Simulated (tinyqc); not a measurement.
Plane-wave Kohn-Sham cycle with exchange-only LDA in a layered model solid, step by step. One step of it, computed by the program tinyqc.

Problem. Iteration 1: levels at that k. Diagonalise the Hermitian matrix.

H (hartree), order -3, -2, -1, +0, +1, +2, +3:
$$\begin{pmatrix}
1.230641 & -0.205000 & 0.000000 & 0.000000 & 0.000000 & 0.000000 & 0.000000 \\
-0.205000 & 0.376869 & -0.205000 & 0.000000 & 0.000000 & 0.000000 & 0.000000 \\
0.000000 & -0.205000 & -0.097449 & -0.205000 & 0.000000 & 0.000000 & 0.000000 \\
0.000000 & 0.000000 & -0.205000 & -0.192312 & -0.205000 & 0.000000 & 0.000000 \\
0.000000 & 0.000000 & 0.000000 & -0.205000 & 0.092278 & -0.205000 & 0.000000 \\
0.000000 & 0.000000 & 0.000000 & 0.000000 & -0.205000 & 0.756323 & -0.205000 \\
0.000000 & 0.000000 & 0.000000 & 0.000000 & 0.000000 & -0.205000 & 1.799822
\end{pmatrix}$$

Give: eigenvalues.

Solution.

eigenvalues (hartree): [-0.430, -0.092, 0.168, 0.421, 0.780, 1.279, 1.840]
